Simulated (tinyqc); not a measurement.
Changing the seed thickness t: electroplating on a thin resistive seed layer: kinetics, Wagner number and the terminal effect across a wafer. Computed by tinyqc, a small Python program. Command: `OMP_NUM_THREADS=1 python tinyqc.py 3120792 3120793 out.jsonl terminal sweep`. One thread of a shared host (Intel(R) Xeon(R) Processor @ 2.30GHz), about 0.05 s of CPU time with the checks.

Current enters the seed at the rim. The bath is treated as a local resistance per area (no lateral flow in the liquid), two electrons per ion, molar volume 7.11 cm^3/mol, Faraday constant F = e N_A, kinematic viscosity 0.01 cm^2/s, omega = 2 pi x rpm/60; k_B T/e is in volts.

Inputs (values chosen for the exercise, of the order of those for copper plating from an acid sulfate bath):
```
quantity                               value         unit
wafer radius R                           7.5           cm
seed resistivity                          18  microohm cm
bath conductivity kappa                0.047         S/cm
gap to the anode h                       4.8           cm
extra resistance of a porous plate        52     ohm cm^2
exchange current density i_0           0.071      mA/cm^2
cathodic transfer coefficient alpha     0.44            -
mean current density                     6.5      mA/cm^2
diffusivity of the metal ion         6.4e-06       cm^2/s
metal ion concentration                 0.54        mol/L
rotation rate                             30          rpm
temperature T                            298            K
```

Constants: e = 1.602176634e-19 C; N_A = 6.02214076e+23 1/mol; k_B = 8.617333262e-05 eV/K.

Method:
- Growth rate = i V_m/(2 F). Levich limit i_L = 0.62 x 2 F D^(2/3) omega^(1/2) nu^(-1/6) c. Tafel overpotential eta = (k_B T/(alpha e)) ln(i/i_0); kinetic resistance k_B T/(alpha e i); bath resistance h/kappa + plate; R_s = resistivity/t; Wagner number = kinetic resistance x kappa/R.
- Linearised: with R_t = kinetic + bath resistance the current density obeys (1/r)(r i')' = i R_s/R_t, so i = A I_0(r/l), l = sqrt(R_t/R_s); with x = R/l, edge/centre = I_0(x) and edge/mean = x I_0(x)/(2 I_1(x)).
- Voltage drop in the seed for a uniform current: i R_s R^2/4.
- Full model: seed potential phi(r) with (1/r)(r phi')' = R_s i, where i solves phi = R_b i + (k_B T/(alpha e)) ln(i/i_0) (phi being the driving voltage left at r); phi'(0) = 0 and phi'(R) = R_s i_mean R/2. Solved by collocation to a tolerance of 1e-7.

One run for each value:
```
seed thickness t (nm)  edge over centre, full model  edge over centre, linear  x = R/l  drop for uniform current (mV)
5.0                                           7.234                     7.526    3.524                           3291
9.1                                           3.549                     3.586    2.612                           1808
17.0                                          2.139                     2.144    1.911                            968
30.0                                          1.587                     1.588    1.438                            548
55.0                                          1.303                     1.303    1.062                            299
100.0                                         1.161                     1.161    0.788                            165
180.0                                         1.088                     1.088    0.587                             91
330.0                                         1.048                     1.048    0.434                             50
600.0                                         1.026                     1.026    0.322                             27
```

Over the rows, edge over centre, full model falls from 7.23 to 1.03 (exponent d ln y / d ln x -1.2 between the first rows and -0.035 between the last); edge over centre, linear falls from 7.53 to 1.03 (exponent d ln y / d ln x -1.2 between the first rows and -0.035 between the last); x = R/l falls from 3.52 to 0.322 (exponent d ln y / d ln x about -0.50 throughout).
